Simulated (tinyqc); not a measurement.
Born-Oppenheimer dynamics on the unrestricted B3LYP (VWN-RPA form)/sto-3g surface (energies and gradients from PySCF), for H4+, spin multiplicity 2, step by step. Computed by tinyqc, a small Python program that keeps every step (integrals from PySCF). Settings: charge = 1, multiplicity = 2, basis = sto-3g, functional = b3lyp, time step (fs) = 0.5, steps = 16. Command: `OMP_NUM_THREADS=1 python tinyqc.py 20753 20754 out.jsonl` (the two numbers bound the seeds that draw the settings). One thread of a shared host (Intel(R) Xeon(R) Processor @ 2.60GHz), about 20 s of CPU time with the checks.

positions (bohr):
```
            x          y         z
1H   0.018897  -0.166296  0.011338
2H  -0.122832   0.069920  1.814137
3H   0.009449  -0.066140  3.433632
4H   0.045353  -0.041574  5.143835
```

The total energy should stay constant up to terms of order dt^2; the step counts as short enough if it moves by less than 2 % of the largest kinetic energy.

Trajectory:

| time (fs) | 1H-2H (angstrom) | potential (hartree) | kinetic (hartree) | total (hartree) |
|---|---|---|---|---|
| 0.000000 | 0.965073 | -1.82113783 | 0.00021682 | -1.82092101 |
| 0.500000 | 0.966006 | -1.82118665 | 0.00026446 | -1.82092218 |
| 1.000000 | 0.961127 | -1.82198312 | 0.00104133 | -1.82094179 |
| 1.500000 | 0.951079 | -1.82322495 | 0.00225663 | -1.82096832 |
| 2.000000 | 0.937020 | -1.82449351 | 0.00350445 | -1.82098906 |
| 2.500000 | 0.920460 | -1.82544732 | 0.00445000 | -1.82099732 |
| 3.000000 | 0.903096 | -1.82593259 | 0.00493950 | -1.82099310 |
| 3.500000 | 0.886671 | -1.82599133 | 0.00501067 | -1.82098067 |
| 4.000000 | 0.872820 | -1.82579846 | 0.00483220 | -1.82096626 |
| 4.500000 | 0.862910 | -1.82556477 | 0.00460874 | -1.82095603 |
| 5.000000 | 0.857872 | -1.82544060 | 0.00448684 | -1.82095376 |
| 5.500000 | 0.858073 | -1.82545643 | 0.00449725 | -1.82095918 |
| 6.000000 | 0.863277 | -1.82552559 | 0.00455729 | -1.82096830 |
| 6.500000 | 0.872708 | -1.82550341 | 0.00452746 | -1.82097595 |
| 7.000000 | 0.885208 | -1.82526541 | 0.00428682 | -1.82097859 |
| 7.500000 | 0.899430 | -1.82476248 | 0.00378691 | -1.82097557 |
| 8.000000 | 0.914014 | -1.82403354 | 0.00306511 | -1.82096843 |

Is the time step short enough?

Yes. The total energy moves within 7.6e-05 hartree, under 2 % of the largest kinetic energy.
